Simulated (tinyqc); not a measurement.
# Lossy on-chip transmission line with skin effect: effects of single changes

A uniform line in a homogeneous dielectric: c = sqrt(er)/(c0 Z0), l = Z0 sqrt(er)/c0 (c0 = 299792458 m/s), g = w c td, w = 2 pi f. The resistance joins its limits as r = sqrt(r_dc^2 + r_hf^2), with r_dc = rho/(wd th), r_hf = kr rho/(2 delta (wd + th)), delta = sqrt(rho/(pi f mu0)), mu0 = 4 pi 1e-7 H/m; this is an interpolation, and internal inductance, up to 0.05 nH/mm at low frequency, is neglected.

Parameters, values chosen for the exercise:
- wd = 0.87 um (width of the strip)
- th = 0.62 um (thickness of the strip)
- rho = 1.8 uohm cm (resistivity)
- er = 3.9 (relative permittivity)
- td = 0.002 (loss tangent)
- Z0 = 50 ohm (lossless impedance sqrt(l/c))
- kr = 1.5 (factor for crowding and the return path)
- len = 0.59 mm (length)
- Rg = 50 ohm (source resistance)
- RL = 1000 ohm (load resistance)
- CL = 300 fF (load capacitance)
- f = 4.6 GHz (frequency)

Each table varies one quantity; the others keep the values above.

## Line properties against frequency

gamma = sqrt((r + i w l)(g + i w c)) = alpha + i beta, Zc = sqrt((r + i w l)/(g + i w c)), roots with positive real part; loss 8.685889638 alpha in dB; phase velocity w/beta. ZL = 1/(1/RL + i w CL); reflection (ZL - Zc)/(ZL + Zc); Zin = Zc (ZL + Zc tanh(gamma len))/(Zc + ZL tanh(gamma len)); H = V_load/V_source = [Zin/(Zin + Rg)]/[cosh(gamma len) + (Zc/ZL) sinh(gamma len)].

Line properties against frequency:

| f (GHz) | r (ohm/mm) | r/(w l) | loss (dB/mm) | \|Zc\| (ohm) | phase velocity over c0 | length in wavelengths | \|H\| (dB) |
|---|---|---|---|---|---|---|---|
| 0.01 | 33.37 | 1613 | 0.1022 | 2008 | 0.01784 | 0.001103 | -0.5852 |
| 0.03 | 33.38 | 537.6 | 0.1768 | 1159 | 0.03089 | 0.001912 | -0.5853 |
| 0.09 | 33.39 | 179.3 | 0.3058 | 669.5 | 0.05338 | 0.003318 | -0.5859 |
| 0.3 | 33.45 | 53.88 | 0.5552 | 367.0 | 0.09675 | 0.006102 | -0.5923 |
| 0.8 | 33.59 | 20.29 | 0.8946 | 225.3 | 0.1553 | 0.01014 | -0.6338 |
| 2 | 33.91 | 8.192 | 1.371 | 143.6 | 0.2356 | 0.01670 | -0.8772 |
| 7 | 35.21 | 2.430 | 2.274 | 81.06 | 0.3762 | 0.03662 | -3.285 |
| 20 | 38.39 | 0.9275 | 3.075 | 58.39 | 0.4659 | 0.08447 | -9.711 |
| 60 | 46.84 | 0.3772 | 4.022 | 51.69 | 0.4980 | 0.2371 | -18.19 |

r equals w l at 18.4 GHz: below it |Zc| and the delay grow as in an RC line, above it |Zc| tends to Z0 = 50 ohm and the velocity to 1/sqrt(er) = 0.506 c0. The loss goes as f^(0.50) between the first two rows and f^(0.24) between the last two. |H| is -0.585 dB in the first row and -18.2 dB in the last; between rows it can pass through resonances that the table doesn't show.

## Effect of the width of the strip

Same model as above.

Z0 is held fixed by scaling the dielectric height.

Results:

| wd (um) | r (ohm/mm) | r/(w l) | loss (dB/mm) | \|Zc\| (ohm) | phase velocity over c0 | length in wavelengths | \|H\| (dB) |
|---|---|---|---|---|---|---|---|
| 0.22 | 132.9 | 13.97 | 4.221 | 187.1 | 0.1851 | 0.04892 | -4.414 |
| 0.34 | 86.55 | 9.092 | 3.341 | 151.2 | 0.2250 | 0.04023 | -3.270 |
| 0.85 | 35.38 | 3.716 | 1.976 | 98.09 | 0.3255 | 0.02782 | -1.971 |
| 1.3 | 23.42 | 2.460 | 1.507 | 81.48 | 0.3748 | 0.02416 | -1.673 |
| 2.1 | 14.70 | 1.544 | 1.073 | 67.81 | 0.4252 | 0.02129 | -1.459 |
| 3.3 | 9.453 | 0.9930 | 0.7499 | 59.36 | 0.4615 | 0.01961 | -1.332 |
| 5.2 | 6.050 | 0.6355 | 0.5045 | 54.43 | 0.4846 | 0.01868 | -1.251 |

Estimate the missing row, wd = 0.54 um.

Computed row:

| wd (um) | r (ohm/mm) | r/(w l) | loss (dB/mm) | \|Zc\| (ohm) | phase velocity over c0 | length in wavelengths | \|H\| (dB) |
|---|---|---|---|---|---|---|---|
| 0.54 | 55.02 | 5.780 | 2.582 | 121.1 | 0.2735 | 0.03310 | -2.469 |

With this row back in the table: As wd goes from 0.22 to 5.2, the loss falls from 4.22 to 0.504 dB/mm, |Zc| falls from 187 to 54.4 ohm and |H| goes from -4.41 to -1.25 dB, with its highest value among the rows, -1.25 dB, at wd = 5.2.

tinyqc, about 0.01 s, one thread, Intel Xeon 2.30GHz (shared host): `OMP_NUM_THREADS=1 python tinyqc.py 2810215 2810216 out.jsonl`
